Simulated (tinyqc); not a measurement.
Classical nucleation, growth and JMAK kinetics of crystallisation from a melt or glass: one step, computed by the program tinyqc. Command: `OMP_NUM_THREADS=1 python tinyqc.py 3022846 3022847 out.jsonl nucl walk`. One thread of a shared host (Intel(R) Xeon(R) Processor @ 2.30GHz), about 0.01 s of CPU time with the checks.

A spherical nucleus with a sharp interface of isotropic energy gamma; lambda = Omega^(1/3) is the jump distance.

Task: Steady nucleation rate. Driving force per volume: dG = H (T_m - T)/T_m. Shape factor f = 1. W(r) = f [4 pi r^2 gamma - (4/3) pi r^3 dG]; r* = 2 gamma/dG; W* = f 16 pi gamma^3/(3 dG^2); n* = f (4/3) pi r*^3/Omega. D = D0 exp(-Q/(k_B T)); attachment rate k+ = (A*/lambda^2) D/lambda^2 with A* = 4 pi r*^2; Zeldovich factor Z = sqrt(W*/(3 pi k_B T))/n*; sites per volume N = 1/Omega; I = N Z k+ exp(-W*/(k_B T)); lag time = 1/(4 pi Z^2 k+).

Inputs (values chosen for the exercise, for a model substance): melting point T_m = 810 K; heat of melting per volume H = 1020 J/cm^3; interface energy gamma = 0.113 J/m^2; atomic volume Omega = 15.3 angstrom^3; temperature T = 634 K; diffusion prefactor D0 = 8.5e-05 m^2/s; activation energy Q = 1.17 eV.

Nucleation: homogeneous. Driving force: Turnbull (linear).

Constants: k_B = 8.617333262e-05 eV/K; k_B = 1.380649e-23 J/K.

Give: diffusivity D; attachment rate k+; Zeldovich factor Z; sites N; nucleation rate I; lag time.

Result:

diffusivity D = 4.2548e-14 m^2/s

attachment rate k+ = 1.4637e+08 1/s

Zeldovich factor Z = 0.0084140

sites N = 6.5359e+28 1/m^3

nucleation rate I = 3.0626e+10 1/(m^3 s)

lag time = 7.6793e-06 s
